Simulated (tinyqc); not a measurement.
Harmonic frequencies on the UHF/sto-6g surface (energies and gradients from PySCF), for BeH, spin multiplicity 2, step by step. One step of it, computed by the program tinyqc.

Problem. One row of the Hessian: 1Bez. Displace 1Bez by +/-0.002 bohr; H(k, :) = (g(+) - g(-)) / (2 delta).

optimised positions (bohr), order 1Be, 2H:
$$\begin{pmatrix}
0.000000 & 0.000000 & 0.122122 \\
0.000000 & 0.000000 & 2.568848
\end{pmatrix}$$

gradient at +delta (hartree/bohr), order 1Be, 2H:
$$\begin{pmatrix}
0.00000000 & 0.00000000 & 0.00043977 \\
0.00000000 & 0.00000000 & -0.00043977
\end{pmatrix}$$

gradient at -delta (hartree/bohr), order 1Be, 2H:
$$\begin{pmatrix}
0.00000000 & 0.00000000 & -0.00046997 \\
0.00000000 & 0.00000000 & 0.00046997
\end{pmatrix}$$

Give: row of the Hessian.

Solution.

row of the Hessian (hartree/bohr^2): 1Bex 0.000000, 1Bey 0.000000, 1Bez 0.227434, 2Hx 0.000000, 2Hy 0.000000, 2Hz -0.227434
